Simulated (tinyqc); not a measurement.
Comparisons within one model: Stoner model of a band ferromagnet. A value that a table varies takes the place of the one given here.

Density of states per atom and spin: two humps, D(e) = (M/W) [1 - sp cos(4 pi e/W)]. Levels e -/+ I m/2 for up and down spin, m = n_up - n_down, n_up + n_down = nd. At zero temperature e(N) is the energy below which N states lie, and E(m) = sum over spins of integral e D de - I m^2/4.

Constants: kB = 8.617333262e-05 eV/K.

Values chosen for the exercise: W = 4 eV (band width, e from -W/2 to W/2); M = 5 (states per atom and spin); nd = 7.28 (electrons per atom); sp = 0.54 (shape parameter); I = 0.68 eV (Stoner parameter).

## Moment against temperature

Fermi-Dirac occupations on 600 equal energy intervals; m is iterated from saturation until it changes by less than 1e-7 or for 400 rounds; the paramagnet is unstable while I times the mean of D weighted by -df/de exceeds 1.

Results:
```
T/Tc  T (K)  m (muB)  I D(T) of the paramagnet
0.10    319    2.077                     1.296
0.30    957    2.009                     1.255
0.50   1596    1.849                     1.187
0.65   2074    1.641                     1.129
0.80   2553    1.309                     1.071
0.90   2872    0.957                     1.034
0.95   3031    0.688                     1.017
1.10   3510    0.000                     0.968
```

Tc (from I D(T) = 1) = 3.19e+03 K

kB Tc = 0.275 eV, 0.19 of the exchange splitting at zero temperature. m keeps 0.89 of its first value at half Tc and 0.46 at 0.9 Tc. The model knows only Stoner excitations; spin waves and local moments bring the ordering temperature below the Stoner value.

## Moment against the Stoner parameter

Lowest state for each I.

Results:
```
I (eV)  I D(EF)  m (muB)  E - E(0) (meV)
0.32      0.613    0.000             0.0
0.42      0.804    0.000             0.0
0.47      0.900    0.000             0.0
0.53      1.014    0.590            -0.3
0.58      1.110    1.477           -16.9
0.66      1.263    2.002           -80.4
0.79      1.512    2.463          -244.1
0.94      1.799    2.720          -510.3
```

A moment first appears at I = 0.53 eV of those listed, where I D(EF) = 1.014. It is saturated at 2.720 from I = 0.94 eV on.

## Moment against band filling

Rigid band, I fixed: a Slater-Pauling curve.

Results:
```
nd   I D(EF)  m (muB)  m_max
3.0    1.271    1.860    3.0
4.0    0.947    0.000    4.0
5.0    0.391    0.000    5.0
6.0    0.947    0.000    4.0
6.5    1.153    1.200    3.5
7.0    1.271    1.860    3.0
7.5    1.309    2.148    2.5
8.0    1.271    1.860    2.0
8.5    1.153    1.200    1.5
9.0    0.947    0.000    1.0
9.5    0.647    0.000    0.5
```

Magnetic fillings among those listed: 3.0, 6.5, 7.0, 7.5, 8.0 and 8.5; the largest moment is 2.15 at nd = 7.5. No listed filling is saturated.

## What moves the moment

Lowest state for each case. Each row changes one parameter from the base and keeps the others.

Results:
```
case          I D(EF)  m (muB)  E - E(0) (meV)
base            1.302    2.085          -101.3
W = 3.68 eV     1.415    2.290          -158.5
I = 0.734 eV    1.405    2.273          -165.6
nd = 6.98       1.267    1.839           -71.0
sp = 0.64       1.386    2.182          -141.2
```

The largest shifts from the base row, up to three for each result and ties (the steps differ in size, so this ranks the rows, not the parameters). I D(EF): W +0.113, I +0.103, sp +0.085. m (muB): nd -0.246, W +0.205, I +0.188. E - E(0) (meV): I -64.3, W -57.2, sp -39.9.

Computed by tinyqc, a small Python program: `OMP_NUM_THREADS=1 python tinyqc.py 1681945 1681946 out.jsonl` (the numbers bound the seed that draws the inputs); one thread of a shared host (Intel(R) Xeon(R) Processor @ 2.30GHz), about 0.3 s for the whole set of steps.
